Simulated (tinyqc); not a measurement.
Reflectance across the plasma edge: free-carrier optics of a doped semiconductor (Drude model with one polar phonon).

eps(E) = ei [1 - Ep^2/(E^2 + i E Gam)] + (es - ei) wT^2/(wT^2 - E^2 - i E gT), with Ep^2 = 8 pi c (e^2/(4 pi eps0)) N/(m ei), c = hbar^2/2m0, N in 1/angstrom^3 (1e-24 per 1/cm^3); Gam = hbar/tau, tau = mu m m0/e with m0/e = 5.685630e-12 kg/C and mu in m^2/(V s). Energies in meV.

n + i k = sqrt(eps1 + i eps2) with k >= 0; R = ((n - 1)^2 + k^2)/((n + 1)^2 + k^2) at normal incidence from vacuum; alpha = 2 E k/(hbar c), times 1e8 for 1/cm; loss function Im(-1/eps) = eps2/(eps1^2 + eps2^2).

Constants: hbar^2/2m0 = 3.80998211 eV angstrom^2; e^2/(4 pi eps0) = 14.39964547 eV angstrom; hbar = 6.58211957e-16 eV s; hbar c = 1973.269805 eV angstrom.

Inputs chosen for the exercise (mass and dielectric values near those of GaSb; N and mu are free inputs; interband absorption and the rise of the mass with filling are left out; the results hold for these values, not for the real material):
- N = 3.9e+16 1/cm^3 (carrier density)
- m = 0.0374 m0 (conductivity mass)
- mu = 9000 cm^2/(V s) (mobility)
- ei = 14.43 (high-frequency dielectric constant)
- wT = 27.7 meV (TO phonon)
- es = 15.52 (static dielectric constant)
- gT = 0.8 meV (phonon damping)

Spectrum:

| E (meV) | eps1 | eps2 | R | alpha (1/cm) |
|---|---|---|---|---|
| 1.0 | -96.56 | 385.47 | 0.884 | 1.59e+03 |
| 3.0 | -53.50 | 79.14 | 0.827 | 2.62e+03 |
| 5.0 | -23.48 | 26.86 | 0.763 | 2.76e+03 |
| 7.0 | -8.04 | 11.62 | 0.625 | 2.36e+03 |
| 8.5 | -1.47 | 6.93 | 0.414 | 1.78e+03 |
| 10.0 | 2.83 | 4.44 | 0.218 | 1.12e+03 |
| 11.0 | 4.90 | 3.40 | 0.198 | 814 |
| 12.5 | 7.24 | 2.38 | 0.225 | 552 |
| 15.0 | 9.90 | 1.43 | 0.271 | 344 |
| 20.0 | 13.21 | 0.70 | 0.324 | 195 |
| 29.9 | 6.47 | 1.39 | 0.196 | 821 |
| 49.9 | 13.37 | 0.05 | 0.325 | 35.2 |

What does the comparison show, and why?

Ep = 10.0 meV and Gam = 3.4 meV. R is 0.884 at the lowest energy and lowest, 0.196, at 29.9 meV of those listed; without damping and phonon it would vanish at Ep sqrt(ei/(ei - 1)) = 10.3 meV. At the highest energy R is 0.325, against 0.340 for ei alone. Between the last two rows alpha goes as E^-6.15, where the Drude limit far above Ep and Gam is E^-2; Gam and the phonon term both still act in these rows. The phonon adds its own band of high reflectance between wT = 27.7 meV and about wL = 28.7 meV, which the rows may miss. The lowest R listed is the dip just above wL, not the plasma minimum.

(tinyqc, `OMP_NUM_THREADS=1 python tinyqc.py 1682498 1682499 out.jsonl`, Intel(R) Xeon(R) Processor @ 2.30GHz, 1 thread, shared host, about 0.01 s.)
